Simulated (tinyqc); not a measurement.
# Vertical double-diffused power MOSFET, components of the on-resistance: On-resistance against the temperature

Stripe cells of pitch Wp + a, two channels a cell. Current flows through the channels, spreads in the accumulation layer, passes the gap between the p bodies and spreads at 45 degrees into the drift layer below them. Low drain voltage, full ionisation.

Triangular field at breakdown with Ec = Kc N^(1/8): BV = eps0 eps_r Ec^2/(2 q N), so N = (eps0 eps_r Kc^2/(2 q BV))^(4/3); W = 2 BV/Ec; mu = mud (T/300 K)^(-bt); rho = 1/(q mu N); ideal resistance rho W. Pitch p = Wp + a, Cox = 3.9 eps0/tox; zero-bias depletion in the gap w0 = sqrt(2 eps0 eps_r Vbi/(q N Nj)), open gap g = a - 2 w0; R_ch = Lc p/(2 mch Cox Vov); R_acc = 0.6 a p/(4 mac Cox Vov), 0.6 being an empirical factor for current leaving the layer along its length; R_gap = (rho/Nj) xp p/g; spreading depth t = min(W, (p - g)/2); R_drift = (rho p/2) ln((g + 2 t)/g) + rho (W - t); R_on = the sum with Rs.

Inputs (values chosen for the exercise); bulk values close to those of 4H silicon carbide: relative permittivity eps_r = 9.42; critical-field constant Kc = 22200 V/cm per (cm^-3)^(1/8); rated breakdown voltage of the drift layer BV = 1200 V; drift mobility at 300 K mud = 794 cm^2/(V s); temperature exponent of the drift mobility bt = 2.1; gate oxide thickness (eps_r 3.9) tox = 37 nm; gate overdrive Vov = 13 V; channel mobility mch = 16 cm^2/(V s); accumulation-layer mobility mac = 180 cm^2/(V s); channel length Lc = 1 um; width of the p body in one cell, channels included Wp = 4.3 um; gap between neighbouring p bodies a = 2.5 um; depth of the p body xp = 1.2 um; doping of the gap over the drift doping Nj = 1; built-in voltage of the body junction Vbi = 2.83 V; substrate and contact resistance Rs = 0.098 mohm cm^2.

Constants: q = 1.602176634e-19 C, eps0 = 8.8541878128e-14 F/cm where lengths are in cm. Results are converted to the units shown.

The same in every row: R_ch (mohm cm^2) = 1.7515; R_acc (mohm cm^2) = 0.11677.

Result of one run:

| R_gap (mohm cm^2) | R_drift (mohm cm^2) | R_on (mohm cm^2) | ideal (mohm cm^2) | largest term |
|---|---|---|---|---|
| 0.49046 | 1.1640 | 3.6207 | 0.93924 | channel |

Which temperature T gave this result: 250, 330, 370, 450 or 490 K?

T = 330 K.

The whole series:

| T (K) | R_gap (mohm cm^2) | R_drift (mohm cm^2) | R_on (mohm cm^2) | ideal (mohm cm^2) | largest term |
|---|---|---|---|---|---|
| 250 | 0.27378 | 0.64973 | 2.8897 | 0.52429 | channel |
| 290 | 0.37391 | 0.88735 | 3.2275 | 0.71603 | channel |
| 330 | 0.49046 | 1.1640 | 3.6207 | 0.93924 | channel |
| 370 | 0.62366 | 1.4801 | 4.0700 | 1.1943 | channel |
| 410 | 0.77370 | 1.8361 | 4.5761 | 1.4816 | drift |
| 450 | 0.94075 | 2.2326 | 5.1395 | 1.8015 | drift |
| 490 | 1.1250 | 2.6697 | 5.7609 | 2.1543 | drift |

R_on rises from 2.89 to 5.76 mohm cm^2. The channel term is the largest at T = 250, the drift term from 410 on. R_on is 5.51 times the ideal drift resistance in the first row and 2.67 times in the last. Only the drift mobility depends on T in this model.

Numbers from tinyqc (`OMP_NUM_THREADS=1 python tinyqc.py 2230123 2230124 out.jsonl`; about 0.01 s on one thread of a shared Intel Xeon 2.30GHz).
